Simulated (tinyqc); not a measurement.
Inside a calculation. Model: gas flow in a process chamber: flow regimes, conductance, effective pumping speed, pump-down, outgassing and purge. Computed by tinyqc, a small Python program that keeps every step. Command: `OMP_NUM_THREADS=1 python tinyqc.py 3120007 3120008 out.jsonl pump walk`. One thread of a shared host (Intel(R) Xeon(R) Processor @ 2.30GHz), about 0.07 s of CPU time with the checks. Intermediate numbers are printed to about 7 digits and carried at full precision; extremes and crossings named in words are read from the listed rows.

Ideal gas, isothermal flow, a pump of constant speed at the end of a round pipe; process gas, volume gas and outgassing are given the same properties. 1 sccm = 101325 Pa x 1e-6 m^3/60 s x T/273.15 K.

Inputs (values chosen for the exercise, modelled on water vapour near room temperature):
```
quantity                   value            unit
molar mass M               18.02           g/mol
molecular diameter          0.46              nm
viscosity eta                9.9   micropascal s
temperature T                350               K
chamber volume V              77               L
wall area                    4.8             m^2
pipe diameter d               25              cm
pipe length l                 96              cm
pump speed S                 920             L/s
process gas flow              28            sccm
outgassing rate after 1 h  3e-07  Pa m^3/(s m^2)
outgassing exponent n       0.96               -
starting pressure p0         460              Pa
target base pressure       4e-05              Pa
```

Constants: k_B = 1.380649e-23 J/K; u = 1.6605390666e-27 kg.

## Molecular flow

Mean speed c = sqrt(8 k_B T/(pi m)); aperture conductance C_a = c pi d^2/16; molecular pipe C_m = C_a/(1 + 3 l/(4 d)) (Dushman form); viscous pipe C_v = pi d^4 p_mean/(128 eta l); Knudsen interpolation C = C_v + C_m (1 + x)/(1 + 1.24 x), x = d p_mean sqrt(m/(k_B T))/eta. Effective speed 1/S_eff = 1/S + 1/C_m; time constant V/S_eff; pressure at which the free path k_B T/(sqrt2 pi d_m^2 p) equals d.

mean speed c = 641.2742 m/s

C_a = 7869.619 L/s

C_m = 2028.252 L/s

S_eff in molecular flow = 632.9147 L/s

time constant = 0.1216594 s

pressure where the free path equals d = 0.02056036 Pa

The pipe passes on 69 % of the pump speed.

## Process pressure

Steady flow: the pump inlet is at p_2 = Q/S, and the chamber pressure p_1 solves Q = C((p_1 + p_2)/2) (p_1 - p_2). Residence time = p_1 V/Q. Knudsen number = free path at the mean pressure over d.

throughput Q = 60.58850 Pa L/s

p_2 = 0.06585707 Pa

chamber pressure p_1 = 0.09030033 Pa

conductance C = 2478.740 L/s

residence time = 0.1147598 s

Knudsen number = 0.2633287

The flow in the pipe is transitional.

## Purging a well-mixed chamber

With steady flow a contaminant decays as exp(-t/residence time); gas used = flow x time.

time to dilute 1e3 times = 0.7927327 s

time to dilute 1e6 times = 1.585465 s

gas used for 1e6 = 0.7398839 standard cm^3

## Pump-down curve

Pump-down: V dp/dt = -S_eff(p) p + q(t) A, with S_eff = S p_2/p, where p_2 solves C((p + p_2)/2) (p - p_2) = S p_2 at each moment, and q(t) = q_1 (1 h/(t + 10 s))^n; integrated adaptively. At long times p = q(t) A/S_eff. S_eff(p) is tabulated at 260 pressures and interpolated in ln p. Comparison columns: p0 exp(-t/time constant) with the molecular S_eff (0 below 1e-26 p0), and the outgassing limit.

Pressure against time:
```
t (s)         p (Pa)  S_eff (L/s)  volume gas only (Pa)  outgassing limit (Pa)
0.3     1.285478e+01     913.5726          3.906884e+01           6.291352e-04
1       1.339102e-02     625.9570          1.238797e-01           5.906508e-04
3       5.084078e-04     632.0965          8.984310e-09           5.031322e-04
10      3.349799e-04     632.3669                     0           3.327200e-04
30      1.716171e-04     632.6298                     0           1.710370e-04
100     6.484364e-05     632.8060                     0           6.476357e-05
300     2.396359e-05     632.8743                     0           2.395303e-05
1000    7.708651e-06     632.9017                     0           7.707601e-06
3600    2.269225e-06     632.9108                     0           2.269138e-06
20000   4.384031e-07     632.9139                     0           4.384000e-07
100000  9.354631e-08     632.9145                     0           9.354618e-08
```

From t = 3 s on the pressure is within 20 % of the outgassing limit, which falls only as (t + 10 s)^-0.96: walls, not volume, set the time to base pressure. Early on viscous flow raises S_eff to 914 L/s, 1.4 times its molecular value.

## Time to base pressure

From the outgassing limit: t = 1 h x (q_1 A/(S_eff p_target))^(1/n) - 10 s; monolayer time at the target = 1e19 m^-2 x 4 k_B T/(p c) for unit sticking.

time to the target = 0.04769772 h

monolayer time = 7.535421 s

Checks made by the program: throughput from C and the pressure drop (relative difference below 1e-10).
